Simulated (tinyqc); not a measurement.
# Worked calculation: van der Pauw, Hall and four-point-probe measurements on a doped layer

tinyqc, about 0.01 s, one thread, Intel Xeon 2.30GHz (shared host): `OMP_NUM_THREADS=1 python tinyqc.py 2850165 2850166 out.jsonl` Printed values are rounded.

A uniform p-type layer with sheet resistance Rs = 1/(q ns mu), point contacts, low field (mu B small).

Inputs (values chosen for the exercise): sheet density of the layer ns = 1e13 cm^-2; drift mobility mu = 79 cm^2/(V s); Hall factor rH = 0.8; magnetic field B = 2 T; current I = 100 uA; side ratio a/b of a rectangular sample with corner contacts ar = 1.13; thickness of the layer t = 300 nm.

Constants: q = 1.602176634e-19 C. Results are converted to the units shown.

## Resistances and Hall voltage

Rs = 1/(q ns mu). For a rectangle with contacts at the corners, RA = (8 Rs/pi) sum_(k>=0) ln coth((2k + 1) pi a/(2 b)) with current along a short side b and voltage along the opposite one, RB the same with a and b exchanged; Hall voltage VH = rH B I/(q ns), negative for electrons.

Rs = 7900.644 ohm/square
RA = 1157.085 ohm
RB = 2508.706 ohm
VH = 9.986415 mV

RB/RA = 2.17; for a square both equal Rs ln 2/pi = 1740 ohm.

## Starting value

z = 2 ln 2/(pi (RA + RB)), exact for RA = RB.

z at the start = 0.1203754 mS

## Iteration 1: new z

The van der Pauw equation exp(-pi RA z) + exp(-pi RB z) = 1 is solved for z = 1/Rs: e1 = exp(-pi RA z), e2 = exp(-pi RB z), f = e1 + e2 - 1, f' = -pi (RA e1 + RB e2), z(new) = z - f/f'.

e1 = 0.6455998
e2 = 0.3872368
f = 0.03283661
f' = -5.398755 kohm
z after iteration 1 = 0.1264577 mS

## Iteration 2: new z

As before.

e1 = 0.6314825
e2 = 0.3691120
f = 5.945267e-4
f' = -5.204590 kohm
z after iteration 2 = 0.1265719 mS

## Iteration 3: new z

As before.

e1 = 0.6312204
e2 = 0.3687798
f = 2.039774e-7
f' = -5.201019 kohm
z after iteration 3 = 0.1265720 mS

## Course of the iteration

Stop when the step is below 1e-10 mS, or after 40 iterations.

Course of the iteration:
```
iteration  z before the step (mS)  step (mS)
1                       0.1203754    6.08e-3
2                       0.1264577    1.14e-4
3                       0.1265719    3.92e-8
4                       0.1265720   4.61e-15
```

Converged in 4 iterations.

## Sheet density, mobility and bulk values

converged z = 0.1265720 mS

Rs = 1/z; Hall sheet density B I/(q |VH|); Hall mobility |VH|/(Rs B I); true values ns = rH times the Hall density, mu = Hall mobility/rH; bulk density ns/t, resistivity Rs t; correction factor F = Rs/[(pi/ln 2)(RA + RB)/2].

Rs = 7900.644 ohm/square
Hall sheet density = 1.25e13 cm^-2
Hall mobility = 63.2 cm^2/(V s)
ns = 1e13 cm^-2
mu = 79 cm^2/(V s)
bulk density = 3.333333e17 cm^-3
resistivity = 0.2370193 ohm cm
F = 0.9510435

Taking the mean of RA and RB without F would overstate Rs by 5.1 %.
